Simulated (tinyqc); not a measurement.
Joule-heated wire on a substrate, fin equation: two steps of the calculation.

A wire of length L loses heat along itself to two contacts and sideways to the substrate: kap A theta'' - g theta + p = 0 with theta = T - T0 and p(x) = p0 exp(-((x/L - x0)/sg)^2/2). The ends are held at T0. Constant conductivity, diffusive heat flow.

Inputs (values chosen for the exercise):
```
symbol,value,unit,meaning
kap,14,W/(m K),conductivity along the wire
A,2800,nm^2,cross-section
g,0.65,W/(m K),conductance per length to the substrate
L,1400,nm,length between the contacts
Rc,0,K/uW,thermal resistance of each contact
p0,0.084,uW/nm,peak heating per length
x0,0.7,,place of the hot spot as a share of L
sg,0.09,,width of the hot spot as a share of L
```

Question 1. Healing length. LH = sqrt(kap A/g); far from the contacts uniform heating p0 would give theta = p0/g.

Find: LH; L/LH; p0/g.

Answer 1.

LH = 245.6 nm
L/LH = 5.701
p0/g = 129.2 K

Question 2. The tridiagonal system. Nodes x_i = i h, h = L/12; box widths w_i = h (h/2 at the ends); c = kap A/h; equation of node i: -c theta_(i-1) + d_i theta_i - c theta_(i+1) = b_i with d_i = 2 c + g w_i, b_i = p(x_i) w_i; theta = 0 at the end nodes.

Give: c; d; b.

Answer 2.

c = 0.33600 uW/K
d, node 1 to 11 (uW/K): [0.74783, 0.74783, 0.74783, 0.74783, 0.74783, 0.74783, 0.74783, 0.74783, 0.74783, 0.74783, 0.74783]
b, node 1 to 11 (uW): [6.2607e-10, 2.3214e-7, 3.6521e-5, 0.0024378, 0.069042, 0.82965, 4.2300, 9.1504, 8.3986, 3.2706, 0.54041]

Computed by the program tinyqc: `OMP_NUM_THREADS=1 python tinyqc.py 2520055 2520056 out.jsonl`, one thread of a shared Intel Xeon 2.30GHz, about 0.01 s for the whole run.
